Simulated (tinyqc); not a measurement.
# FinFET, parasitic resistance, capacitance and delay: what changes with what

Nf fins under one contact; each has gated perimeter p = 2 Hf + Wf and cross-section A = Hf Wf; contact width Wc = Nf pf, stack height Hs = Hf. Contact length Lc = CPP - Lg - 2 Lsp, shared by two neighbouring gates. Source and drain sides are equal. The formulas are first-order estimates, not field solutions.

Parameters, values chosen for the exercise; values close to those of silicon logic devices:
```
symbol,value,unit,meaning
T,300,K,temperature
Nf,2,,number of fins
Hf,35,nm,fin height
Wf,7,nm,fin width
pf,27,nm,fin pitch
CPP,48,nm,contacted gate pitch
Lg,14,nm,gate length
Lsp,8,nm,spacer length
ks,7,,relative permittivity of the spacer
Hc,20,nm,gate height above the channel stack
rc,4.5e-9,ohm cm^2,contact resistivity
re,0.0006,ohm cm,resistivity of the source-drain epitaxy
te,20,nm,current-carrying depth of the epitaxy
rx,0.00044,ohm cm,resistivity of the extension
Lov,0.5,nm,gate overlap
Cinv,3,uF/cm^2,inversion capacitance
vx,8.1e6,cm/s,injection velocity
mu,160,cm^2/(V s),apparent mobility
VT,0.23,V,threshold at zero drain voltage
dl,0.021,V/V,barrier lowering
n,1.18,,subthreshold factor
Cw,0.17,fF,wire load
Vdd,0.75,V,supply voltage
```

Constants: q = 1.602176634e-19 C, kB = 1.380649e-23 J/K, eps0 = 8.8541878128e-12 F/m, Vt = kB T/q. Results are converted to the units shown.

Each table varies one quantity; the others keep the values above.

## Effect of the spacer length

Epitaxy sheet resistance Rsh = re/te, transfer length LT = sqrt(rc/Rsh), contact Rc = [sqrt(rc Rsh)/Wc] coth(Lc/(2 LT)); extension of one fin Rx = rx Lsp/A. With N fins: gate Cg = Cinv p N Lg; per side, plate Cp = ks eps0 [Wc (Hs + Hc) - N A]/Lsp, top fringe Cf = (2/pi) ks eps0 Wc ln(1 + Lg/(2 Lsp)), overlap Co = Cinv p N Lov. One fin: I = p Q vx u/(1 + |u|^1.8)^(1/1.8), Q = Cinv n Vt ln(1 + exp((Vg' - VT + dl Vd')/(n Vt))), u = Vd' mu/(vx Lg), Vg' = Vgs - v, Vd' = Vds - 2 v, with the drop on each side v = Rc (sum of I) + Rx I. Ieff = [I(Vgs = Vdd, Vds = Vdd/2) + I(Vdd/2, Vdd)]/2, total currents. With Cs = Cp + Cf + Co, the load of an inverter of two such devices driving an equal one is CL = 2 (Cg + 2 Cs) + 4 Cs + Cw (own drains counted twice for the Miller effect); delay CL Vdd/(2 Ieff).

Effect of the spacer length:
```
Lsp (nm),Rc (ohm),Rx/N (ohm),Ieff (uA),CL (aF),delay (ps)
2,583.1,17.96,99.02,958.3,3.629
3,620.9,26.94,97.19,748.3,2.887
4,664.9,35.92,95.15,642.5,2.532
5,716.5,44.90,92.85,578.7,2.337
6,777.8,53.88,90.24,536.0,2.227
8,942.5,71.84,83.69,482.3,2.161
10,1203,89.80,74.54,449.9,2.263
12,1676,107.8,61.50,428.1,2.611
```

As Lsp goes from 2 to 12 nm, Ieff falls from 99.0 to 61.5 uA, CL falls from 958 to 428 aF and the delay goes from 3.63 through a minimum of 2.16 (at Lsp = 8 nm among the rows listed) to 2.61 ps. A thin spacer costs capacitance, a thick one resistance and contact length, hence the minimum. For Lsp = 2 to 3 nm the spacer is under 3.5 nm, where leakage and breakdown between gate and contact would forbid it.

## Effect of the supply voltage

Same model as above.

The same in every row: Rc (ohm) = 942.5; Rx/N (ohm) = 71.84; CL (aF) = 482.3.

Effect of the supply voltage:
```
Vdd (V),Ieff (uA),delay (ps)
0.45,29.89,3.630
0.55,46.72,2.839
0.65,64.94,2.414
0.75,83.69,2.161
0.85,102.6,1.997
0.95,121.7,1.883
```

As Vdd goes from 0.45 to 0.95 V, Ieff rises from 29.9 to 122 uA, CL stays at 482 aF and the delay falls from 3.63 to 1.88 ps.

## Effect of the relative permittivity of the spacer

Same model as above.

The same in every row: Rc (ohm) = 942.5; Rx/N (ohm) = 71.84; Ieff (uA) = 83.69.

Effect of the relative permittivity of the spacer:
```
ks,CL (aF),delay (ps)
1,341.3,1.529
2,364.8,1.635
3,388.3,1.740
4,411.8,1.845
5.5,447.0,2.003
7,482.3,2.161
```

Read the table: what changes, and by how much?

As ks goes from 1 to 7, Ieff stays at 83.7 uA, CL rises from 341 to 482 aF and the delay rises from 1.53 to 2.16 ps.

Computed by the program tinyqc: `OMP_NUM_THREADS=1 python tinyqc.py 2170052 2170053 out.jsonl`, one thread of a shared Intel Xeon 2.30GHz, about 0.04 s for the whole run.
